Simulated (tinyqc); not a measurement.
From results back to parameters: Shockley-Read-Hall recombination through one deep level. Five cases, with inputs chosen for the exercise.

Problem. Deep-level transient spectroscopy: the emission rate is en = gam sigma T^2 exp(-dE/kB T), dE = Ec - Et. Two rates were computed from hidden dE and sigma.

Constants: kB = 8.617333262e-05 eV/K.

Case 1.

Values chosen (out of a larger set: gap and densities of states near those of Si at this temperature; not measured data): gam = 4.1e+21 1/(cm^2 s K^2) (vth Nc/T^2, which does not depend on T); T1 = 272 K; T2 = 323 K.

en(T1) = 2.24570 1/s
en(T2) = 140.512 1/s

Case 2.

Values chosen (out of a larger set: gap and densities of states near those of GaN at this temperature; not measured data): gam = 4.9e+20 1/(cm^2 s K^2) (vth Nc/T^2, which does not depend on T); T1 = 274 K; T2 = 314 K.

en(T1) = 32.8760 1/s
en(T2) = 919.974 1/s

Case 3.

Values chosen (out of a larger set: gap and densities of states near those of GaAs at this temperature; not measured data): gam = 9.7e+19 1/(cm^2 s K^2) (vth Nc/T^2, which does not depend on T); T1 = 74 K; T2 = 86 K.

en(T1) = 0.00621371 1/s
en(T2) = 0.243979 1/s

Case 4.

Values chosen (out of a larger set: gap and densities of states near those of SiC at this temperature; not measured data): gam = 4.1e+21 1/(cm^2 s K^2) (vth Nc/T^2, which does not depend on T); T1 = 125 K; T2 = 138 K.

en(T1) = 0.254435 1/s
en(T2) = 2.98690 1/s

Case 5.

Values chosen (out of a larger set: gap and densities of states near those of Si at this temperature; not measured data): gam = 6e+21 1/(cm^2 s K^2) (vth Nc/T^2, which does not depend on T); T1 = 278 K; T2 = 312 K.

en(T1) = 54.1503 1/s
en(T2) = 932.759 1/s

Find: ln(en/T^2) at T1 and T2; dE; sigma.

Solution. ln(en/T^2) against 1/T is a line of slope -dE/kB and intercept ln(gam sigma); plotting ln en alone would overstate dE by about 2 kB T.

Case 1.

ln(en/T^2) at T1 and T2: -10.4026  -6.6100

dE = 0.563 eV
sigma = 2.0e-16 cm^2

Case 2.

ln(en/T^2) at T1 and T2: -7.7335  -4.6744

dE = 0.567 eV
sigma = 2.4e-14 cm^2

Case 3.

ln(en/T^2) at T1 and T2: -13.6891  -10.3194

dE = 0.154 eV
sigma = 3.6e-16 cm^2

Case 4.

ln(en/T^2) at T1 and T2: -11.0253  -8.7603

dE = 0.259 eV
sigma = 1.1e-16 cm^2

Case 5.

ln(en/T^2) at T1 and T2: -7.2635  -4.6479

dE = 0.575 eV
sigma = 3.1e-15 cm^2

Computed by tinyqc, one run a case: `OMP_NUM_THREADS=1 python tinyqc.py N N+1 out.jsonl` with N = 1651170, 1651172, 1651175, 1651178, 1651228; one thread of a shared Intel(R) Xeon(R) Processor @ 2.30GHz, about 0.01 s a run at most.
